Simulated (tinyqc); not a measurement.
Two-valley model of the transferred-electron effect: one step, computed by the program tinyqc. Command: `OMP_NUM_THREADS=1 python tinyqc.py 3029862 3029863 out.jsonl gunn walk`. One thread of a shared host (Intel(R) Xeon(R) Processor @ 2.30GHz), about 0.01 s of CPU time with the checks.

Both kinds of valley share one electron temperature T_e, and each has a constant mobility.

Problem. First two iterations. Density-of-states ratio R = Z (m2/m1)^(3/2); n2/n1 = R exp(-dE/(k_B T_e)); mean mobility mu = (mu1 + mu2 n2/n1)/(1 + n2/n1); energy balance e mu F^2 = (3/2) k_B (T_e - T)/tau_E; v = mu F. Fixed point from T_e = T: T_out = T + (2/3) e mu(T_e) F^2 tau_E/k_B, T_new = T_e + mixing (T_out - T_e); stop when |T_out - T_e| is below 1e-6 K.

Inputs (values chosen for the exercise, modelled on In0.53Ga0.47As): central-valley mass m1 = 0.043 m_0; satellite-valley mass m2 = 0.27 m_0; satellite valleys Z = 4; valley separation dE = 0.58 eV; central-valley mobility mu1 = 11000 cm^2/(V s); satellite-valley mobility mu2 = 180 cm^2/(V s); energy relaxation time tau_E = 1.4 ps; lattice temperature T = 500 K; electric field F = 10 kV/cm; mixing = 0.1.

Solver: damped fixed point.

Constants: k_B = 8.617333262e-05 eV/K.

Give: T_out of iteration 1; T_e after iteration 1; mu at that T_e; T_e after iteration 2.

Solution.

T_out of iteration 1 = 12413 K

T_e after iteration 1 = 1691 K

mu at that T_e = 5151 cm^2/(V s)

T_e after iteration 2 = 2130 K
